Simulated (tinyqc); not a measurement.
Charge-trap memory cell: two steps of the calculation.

Channel, tunnel oxide, storage layer, blocking layer, gate. N electrons per area sit in a sheet at the centroid and shift the threshold by U = (q/eps0) N (tb/eb + xc tn/en). EOT = t1 + 3.9 (tn/en + tb/eb); tunnel field F = (Vg - U)/EOT; dN/dt = eta (J/q)(1 - N/Nm). Fowler-Nordheim: J = A F^2 exp(-B/F), A = q^2/(16 pi^2 hbar mo phi) (times 1e14 for A/cm^2 with F in V/nm, emitter mass m0), B = (4/3) sqrt(mo/C) phi^1.5, C = hbar^2/(2 m0).

Inputs (values chosen for the exercise); oxide values close to those of silicon dioxide, storage layer close to silicon nitride, blocking layer close to silicon dioxide:
- phi = 3.17 eV (tunnel barrier)
- mo = 0.46 m0 (tunnelling mass)
- t1 = 4.8 nm (tunnel oxide (permittivity 3.9))
- tn = 8.9 nm (storage layer)
- en = 7.5 (its relative permittivity)
- tb = 7 nm (blocking layer)
- eb = 3.9 (its relative permittivity)
- xc = 0.32 (charge centroid, share of tn counted from the blocking side)
- eta = 0.71 (capture efficiency of an empty layer)
- Nm = 1.6e13 cm^-2 (trap density)
- T = 398 K (storage temperature)
- E1 = 0.8 eV (shallowest trap depth)
- E2 = 2.18 eV (deepest trap depth)
- nu = 1e13 1/s (attempt frequency)
- Vg = 17.7 V (gate voltage less flat band and surface potential)
- d0 = 2e-5 s (first time step)
- gr = 1.8 (growth of the step)
- n = 8 (steps)

Constants: q = 1.602176634e-19 C, kB = 1.380649e-23 J/K, hbar = 1.054571817e-34 J s, m0 = 9.1093837015e-31 kg, Vt = kB T/q, eps0 = 8.8541878128e-14 F/cm where lengths are in cm, hbar^2/(2 m0) = 0.0380998212 eV nm^2. Results are converted to the units shown.

Task 1. Midpoint steps of growing length. N(half) = N + (d/2) r(N), N(new) = N + d r(N(half)), r = dN/dt; the step starts at d0 and is multiplied by gr each time. Field in the blocking layer (3.9 F + q N/eps0)/eb.

Find: t; N; U; F; blocking field.

Result 1.

```
step      t (s)  N (cm^-2)   U (V)  F (V/nm)  blocking field (V/nm)
0             0          0  0.0000    1.0774                 1.0774
1     2.0000e-5  2.8331e11  0.1115    1.0706                 1.0838
2     5.6000e-5  6.8562e11  0.2698    1.0610                 1.0928
3     1.2080e-4  1.2068e12  0.4749    1.0485                 1.1045
4     2.3744e-4  1.8251e12  0.7182    1.0337                 1.1184
5     4.4739e-4  2.5085e12  0.9871    1.0173                 1.1337
6     8.2531e-4  3.2273e12  1.2699    1.0001                 1.1499
7     0.0015056  3.9595e12  1.5580    0.9826                 1.1663
8     0.0027300  4.6904e12  1.8457    0.9651                 1.1827
```

Task 2. Retention after ten years. Retention: filled traps are spread evenly in depth from E1 to E2, and each empties at the rate nu exp(-E/kB T). The share left is the mean of exp(-nu t exp(-E/kB T)) = [kB T/(E2 - E1)] [E1x(nu t exp(-E2/kB T)) - E1x(nu t exp(-E1/kB T))], E1x the exponential integral; traps shallower than about Ed = kB T ln(nu t) are empty. t = 3.15576e8 s.

Wanted: Ed; share left; loss a decade while Ed lies between E1 and E2, kB T ln 10/(E2 - E1).

Result 2.

Ed = 1.6978 eV
share left = 0.33506
loss a decade while Ed lies between E1 and E2, kB T ln 10/(E2 - E1) = 0.057226

Range of the model: The Fowler-Nordheim form needs F t1 above phi; trap-assisted paths and leakage through the blocking layer are left out.

Numbers from tinyqc (`OMP_NUM_THREADS=1 python tinyqc.py 2130117 2130118 out.jsonl`; about 0.02 s on one thread of a shared Intel Xeon 2.30GHz).
